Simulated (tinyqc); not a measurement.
## Signal and retention of a DRAM cell: effect of the cell capacitance

A stored one starts at Vd and leaks: Cs dV/dt = -I(V), I = a sqrt((V + Vb)/(Vd + Vb)) + b, with a = Ig exp[-(Eg1 q/kB)(1/T - 1/T0)] (generation in a depletion layer) and b = Is exp[-(Es q/kB)(1/T - 1/T0)]. The bit line is precharged to Vd/2, and charge sharing gives the signal (V - Vd/2) Cs/(Cs + Cb).

The cell fails below Vc = Vd/2 + dm (Cs + Cb)/Cs. With s = sqrt((Vc + Vb)/(Vd + Vb)), the time from Vd to Vc is t = [2 Cs (Vd + Vb)/a] [1 - s - (b/a) ln((a + b)/(a s + b))]. This time is the median of a log-normal spread: failing cells = Nc erfc(z/sqrt 2)/2, z = ln(t/tr)/sg.

Inputs (values chosen for the exercise): array voltage Vd = 1.1 V; bit-line capacitance Cb = 84 fF; smallest signal that the sense amplifier resolves dm = 43 mV; built-in plus back-bias voltage of the storage junction Vb = 1.46 V; junction leakage at V = Vd and T0 Ig = 7.6 fA; voltage-independent leakage at T0 Is = 2 fA; activation energy of Is Es = 0.38 eV; reference temperature T0 = 358 K; temperature T = 358 K; deviation of ln(retention time) over the cells sg = 0.92; cells Nc = 8.59e9; refresh interval tr = 64 ms; activation energy of Ig Eg1 = 0.62 eV.

Constants: q = 1.602176634e-19 C, kB = 1.380649e-23 J/K. Results are converted to the units shown.

Results:

| Cs (fF) | Vc (V) | retention time (s) | failing cells |
|---|---|---|---|
| 8 | 1.0445 | 0.046450 | 5.4651e9 |
| 12 | 0.89400 | 0.26175 | 5.4020e8 |
| 16 | 0.81875 | 0.47946 | 1.2286e8 |
| 20 | 0.77360 | 0.69817 | 4.0347e7 |
| 28 | 0.72200 | 1.1370 | 7.5742e6 |
| 32 | 0.70588 | 1.3567 | 3.8735e6 |

Estimate the missing row, Cs = 24 fF.

Computed row:

| Cs (fF) | Vc (V) | retention time (s) | failing cells |
|---|---|---|---|
| 24 | 0.74350 | 0.91741 | 1.6326e7 |

With this row back in the table: The retention time rises from 0.0465 to 1.36 s, as Cs^(4.26) between the first two rows and Cs^(1.32) between the last two: faster than Cs, because the margin Vd - Vc grows too. It vanishes at Cs = 7.12 fF, where even a fresh one gives only dm.

Range of the model: Real arrays also hold a tail of unusually leaky cells and cells whose retention varies in time, which this model lacks.

Computed by the program tinyqc: `OMP_NUM_THREADS=1 python tinyqc.py 2130127 2130128 out.jsonl`, one thread of a shared Intel Xeon 2.30GHz, about 0.01 s for the whole run.
